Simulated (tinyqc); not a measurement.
The basis set: RHF and MP2 along a ladder of basis sets, for H2, spin multiplicity 1. Computed by the program tinyqc with PySCF. Same geometry throughout; the dipole is taken about the origin.

Geometry (angstrom):
```
atom       x       y       z
H     0.0000  0.0000  0.0000
H     0.0000  0.0000  0.6750
```

RHF and frozen-core MP2 in a ladder of bases:
```
basis        functions  E(RHF) (hartree)  E(MP2 corr) (hartree)  HOMO (eV)  LUMO (eV)  dipole (debye)
sto-3g               2         -1.115975              -0.011695   -16.5008    20.2141          0.0000
3-21g                4         -1.119950              -0.016712   -16.6937     7.7011          0.0000
6-31g                4         -1.124318              -0.016673   -16.7719     6.9548          0.0000
6-31g**             10         -1.128585              -0.026225   -16.7559     6.9675          0.0000
aug-cc-pvdz         18         -1.124397              -0.026665   -16.6903     1.6933          0.0000
cc-pvtz             28         -1.130111              -0.031463   -16.7508     4.7854          0.0000
```

Estimate the missing row, basis = cc-pvdz.

Computed row:
```
basis    functions  E(RHF) (hartree)  E(MP2 corr) (hartree)  HOMO (eV)  LUMO (eV)  dipole (debye)
cc-pvdz         10         -1.124291              -0.025770   -16.6780     5.7025          0.0000
```

From cc-pVDZ to cc-pVTZ the RHF energy falls by 5.8 mhartree and the correlation energy by 5.7. If valence correlation converges as X^-3, (27 E(T) - 8 E(D))/19 gives -0.0339 hartree, a rough estimate from such small X that usually falls short; STO-3G holds about 35 % of it. Beyond STO-3G the LUMO moves by 6.0 eV and the HOMO by 0.1 eV; diffuse functions lower the positive LUMO sharply, since an unbound virtual level tracks the most diffuse function.
